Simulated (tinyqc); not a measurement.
# Thermal stress, cracking, delamination and buckling of a thin film; Griffith cracks and misfitting inclusions, step by step

A worked calculation. Computed by tinyqc, a small Python program that keeps every step. Command: `OMP_NUM_THREADS=1 python tinyqc.py 3015538 3015539 out.jsonl filmcrack walk`. One thread of a shared host (Intel(R) Xeon(R) Processor @ 2.30GHz), about 0.01 s of CPU time with the checks. Intermediate numbers are printed to about 6 digits and carried at full precision; extremes and crossings named in words are read from the listed rows.

Isotropic linear elasticity; the substrate is much thicker than the film; stress is positive in tension.

Inputs (values chosen for the exercise, modelled on a tungsten film on silicon):

| quantity | value | unit |
|---|---|---|
| film Young's modulus E | 384 | GPa |
| film Poisson ratio nu | 0.28 | - |
| film expansion alpha_f | 4.5 | 1e-6/K |
| substrate expansion alpha_s | 3.1 | 1e-6/K |
| deposition temperature T_d | 825 | K |
| final temperature T | 300 | K |
| intrinsic stress | 55 | MPa |
| film thickness h | 4.6 | micrometre |
| film toughness Gamma_f | 12.7 | J/m^2 |
| interface toughness Gamma_i | 11 | J/m^2 |
| substrate Young's modulus E_s | 149 | GPa |
| substrate Poisson ratio nu_s | 0.26 | - |
| flaw half length a | 0.082 | micrometre |
| substrate surface energy gamma_s | 1.8 | J/m^2 |
| inclusion radius R | 0.067 | micrometre |

Inclusion: sphere.

## Stress in the film

Thermal strain = (alpha_f - alpha_s)(T_d - T); stress = E/(1 - nu) x strain + intrinsic stress; plane-strain modulus Ebar = E/(1 - nu^2); G0 = stress^2 h/(2 Ebar) is the energy freed per area when a long strip loses its stress across its width.

thermal strain = 7.35e-04

film stress = 447 MPa

Ebar = 416.667 GPa

G0 = 1.10295 J/m^2

The film ends in tension; the thermal part is 392 MPa.

## Elastic mismatch

Dundurs alpha = (Ebar - Ebar_s)/(Ebar + Ebar_s), with Ebar_s = E_s/(1 - nu_s^2). The channel-crack factor is taken as g = 1.258 (1 - alpha)^(-0.7), a rough interpolation chosen for the exercise (1.258 is the value for matched materials).

Dundurs alpha = 0.445581

factor g = 1.90105

A stiff film on a softer substrate opens wider and cracks more easily.

## Channel cracks and edge delamination

Channel crack through the film: G = pi g G0, critical thickness where G = Gamma_f. Steady delamination from an edge: G = G0, critical thickness where G = Gamma_i.

driving force for channelling = 6.58716 J/m^2

critical thickness for channelling = 8.86877 micrometre

critical thickness for delamination = 45.8771 micrometre

As the film thickens, channel cracking comes first. At h the film is safe against both.

## Griffith crack in the substrate

Through crack of length 2a in plane strain: K_Ic = sqrt(2 gamma_s E_s/(1 - nu_s^2)); fracture stress = K_Ic/sqrt(pi a). An edge crack of depth a has K larger by 1.1215.

toughness K_Ic = 0.758478 MPa m^0.5

fracture stress, inner crack = 1494.38 MPa

fracture stress, edge crack = 1332.48 MPa

The inner crack lowers the strength to 10.0 % of the ideal E_s/10.

## A misfitting inclusion

Film material fills a sphere of radius R in the substrate, with the misfit e = thermal strain (it wants to shrink if e > 0). Radial stress at the wall s0 = e/[(1 - 2 nu)/E + (1 + nu_s)/(2 E_s)]; inside it is uniform and hydrostatic; outside s_rr = s0 (R/r)^3, s_tt = -s_rr/2. Keep-out radius: where |s_rr| falls to 10 MPa (R if it is lower at the wall).

radial stress at the wall s0 = 136.769 MPa

mean stress inside = 136.769 MPa

keep-out radius = 0.160228 micrometre

The stress does not depend on R; its reach scales with R. Hydrostatic tension inside drives voids to form.

## Film, cylinder and sphere at the same misfit

Thermal misfit e alone, mean stress = trace/3 and largest difference of principal stresses inside. Film: E e/(1 - nu) in two directions, 0 in the third. Cylinder: s0 = (1 + nu) e/[(1 + nu)(1 - 2 nu)/E + (1 + nu_s)/E_s] twice and s_zz = E e + 2 nu s0. Sphere: e/[(1 - 2 nu)/E + (1 + nu_s)/(2 E_s)] three times.

Stresses inside (MPa):

| shape | s1 | s2 | s3 | mean | largest difference |
|---|---|---|---|---|---|
| film | 392.000 | 392.000 | 0.000 | 261.333 | 392.000 |
| cylinder | 94.810 | 94.810 | 335.333 | 174.984 | 240.524 |
| sphere | 136.769 | 136.769 | 136.769 | 136.769 | 0.000 |

The mean stress in size is 261 MPa in the film, 175 in the cylinder and 137 in the sphere, while the largest difference, twice the largest shear stress, goes from 392 through 241 to 0. In a ductile solid shear can relax by slip and hydrostatic stress cannot.

Checks made by the program: fracture stress against the maximum of 4 a gamma - pi a^2 s^2/Ebar (relative difference 5e-09).
